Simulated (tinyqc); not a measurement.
## Depth and level of a trap from the time ratio

Inverse problem. For an oxide trap tc/te = exp(E/Vt) with E = E0 - dpsi - (xt/tox)(Vg - VT - dpsi), dpsi being the rise of the surface potential above its value at threshold. Find xt and E0, and the depth that would be read if dpsi were ignored.

Values chosen for this exercise:
```
symbol  value  unit              meaning
T         250     K          temperature
tox       5.1    nm  insulator thickness
```

Constants: q = 1.602176634e-19 C, kB = 1.380649e-23 J/K, Vt = kB T/q. Results are converted to the units shown.

Vg - VT (V): [0.36, 0.51]
tc/te: [2.3154350, 0.22745321]
dpsi (V): [0.065209049, 0.073527266]

Answer. E + dpsi is a straight line in the oxide voltage Vg - VT - dpsi with slope -xt/tox and intercept E0. Ignoring dpsi assigns the motion of the bands to the trap and overstates its depth.

xt = 1.50 nm
E0 = 0.170 eV
depth read without dpsi = 1.70 nm

Computed by the program tinyqc: `OMP_NUM_THREADS=1 python tinyqc.py 2710155 2710156 out.jsonl`, one thread of a shared Intel Xeon 2.30GHz, about 0.01 s for the whole run.
